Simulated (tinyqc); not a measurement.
Lossy interposer transmission line with skin effect: two steps of the calculation.

A uniform line in a homogeneous dielectric: c = sqrt(er)/(c0 Z0), l = Z0 sqrt(er)/c0 (c0 = 299792458 m/s), g = w c td, w = 2 pi f. The resistance joins its limits as r = sqrt(r_dc^2 + r_hf^2), with r_dc = rho/(wd th), r_hf = kr rho/(2 delta (wd + th)), delta = sqrt(rho/(pi f mu0)), mu0 = 4 pi 1e-7 H/m; this is an interpolation, and internal inductance, up to 0.05 nH/mm at low frequency, is neglected.

Inputs (values chosen for the exercise):
- wd = 3.1 um (width of the strip)
- th = 2.2 um (thickness of the strip)
- rho = 1.8 uohm cm (resistivity)
- er = 3.5 (relative permittivity)
- td = 0 (loss tangent)
- Z0 = 40 ohm (lossless impedance sqrt(l/c))
- kr = 1.2 (factor for crowding and the return path)
- len = 21 mm (length)
- f = 1.7 GHz (frequency)

Question 1. Line constants. delta, r_dc, r_hf, r, l, c and g as defined.

Find: delta; r_dc; r_hf; r; l; c; g.

Answer 1.

delta = 1.6377 um
r_dc = 2.6393 ohm/mm
r_hf = 1.2443 ohm/mm
r = 2.9179 ohm/mm
l = 0.24962 nH/mm
c = 156.01 pF/m
g = 0 S/m

r is 1.11 times r_dc; the skin depth is 0.744 of the thickness.

Question 2. Propagation constant and impedance. gamma = sqrt((r + i w l)(g + i w c)) = alpha + i beta, Zc = sqrt((r + i w l)/(g + i w c)), roots with positive real part; loss 8.685889638 alpha in dB; phase velocity w/beta.

r = 2.9178934 ohm/mm
l = 0.24961651 nH/mm
c = 156.01032 pF/m
g = 0 S/m

Wanted: gamma len; Zc; loss; phase velocity over c0; r/(w l).

Answer 2.

gamma len = 0.688+1.560i
Zc = 44.56-19.65i ohm
loss = 0.2844 dB/mm
phase velocity over c0 = 0.4798
r/(w l) = 1.094

r exceeds w l, so the line behaves mainly as an RC line at this frequency.

Program tinyqc, `OMP_NUM_THREADS=1 python tinyqc.py 2810180 2810181 out.jsonl`; Intel Xeon 2.30GHz, shared host, one thread, about 0.01 s.
